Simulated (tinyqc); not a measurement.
Worked calculation: cyclotron resonance of ellipsoidal valleys, Ge type. Values are carried at full precision from step to step, so a last printed digit may differ when a step is redone from the rounded ones.

Valleys along [111], [-111], [1-11], [11-1], mass ml along the axis and mt across it. B lies in the (1-10) plane, b = (sin(theta)/sqrt2, sin(theta)/sqrt2, cos(theta)). For the angle phi between B and the axis, 1/mc^2 = cos^2(phi)/mt^2 + sin^2(phi)/(mt ml). Resonance: h nu = 2 muB B/mc, h = 2 pi hbar.

Constants: hbar = 6.58211957e-16 eV s; muB = 5.788381798e-05 eV/T.

Values chosen for the exercise (near those of Ge; not measured data): theta = 33 degrees (angle of B from [001] towards [110]); ml = 1.52 m0 (longitudinal mass); mt = 0.081 m0 (transverse mass); nu = 35 GHz (microwave frequency); tau = 20 ps (scattering time).

## Angles to the valley axes

Give b and cos^2(phi) for each axis.

b: 0.3851  0.3851  0.8387

cos^2(phi): [111] 0.8629, [-111] 0.2345, [1-11] 0.2345, [11-1] 0.0016

## Cyclotron masses and resonance fields

For each axis, mc and B = h nu mc/(2 muB).

Resonances:

| axis | mc (m0) | B (T) |
|---|---|---|
| [111] | 0.0868 | 0.1086 |
| [-111] | 0.1544 | 0.1930 |
| [1-11] | 0.1544 | 0.1930 |
| [11-1] | 0.3461 | 0.4328 |

3 distinct masses appear; the limits are mt = 0.081 (B along the axis) and sqrt(ml mt) = 0.3509 (B across it).

## The same from the mass tensor

For the valley along [11-1]: M = mt 1 + (ml - mt) a a^T, and mc^2 = det M/(b M b).

M (m0):
```
         x        y        z
x   0.5607   0.4797  -0.4797
y   0.4797   0.5607  -0.4797
z  -0.4797  -0.4797   0.5607
```

det M = 0.0099727
b M b = 0.0832
mc = 0.3461 m0

## Line shape

For linear polarisation and one isotropic mass the absorbed power goes as P = [1 + (w^2 + wc^2) tau^2]/([1 + (wc^2 - w^2) tau^2]^2 + 4 w^2 tau^2), w = 2 pi nu. List it for wc/w = 0, 0.5, 0.8, 0.9, 1, 1.1, 1.2, 1.5 and 2, which is B over the resonance field.

w tau = 4.398

Power:

| wc/w | P |
|---|---|
| 0.0 | 0.04915 |
| 0.5 | 0.09690 |
| 0.8 | 0.2897 |
| 0.9 | 0.4260 |
| 1.0 | 0.5064 |
| 1.1 | 0.4247 |
| 1.2 | 0.2872 |
| 1.5 | 0.08978 |
| 2.0 | 0.02743 |

The largest listed value lies at wc/w = 1.0, 10.3 times the zero-field value. With w tau well above 1 the line is sharp, of relative half width about 1/(w tau). The closest two lines of this crystal are 77.8 % apart, so they are resolved.

## Checks

- Rotation frequency of dv/dt = -M^-1 (v x b) for the valley along [11-1], in units of e B/m0, against 1/mc: both 2.8892.

(tinyqc, `OMP_NUM_THREADS=1 python tinyqc.py 1280990 1280991 out.jsonl`, Intel(R) Xeon(R) Processor @ 2.30GHz, 1 thread, shared host, about 0.01 s.)
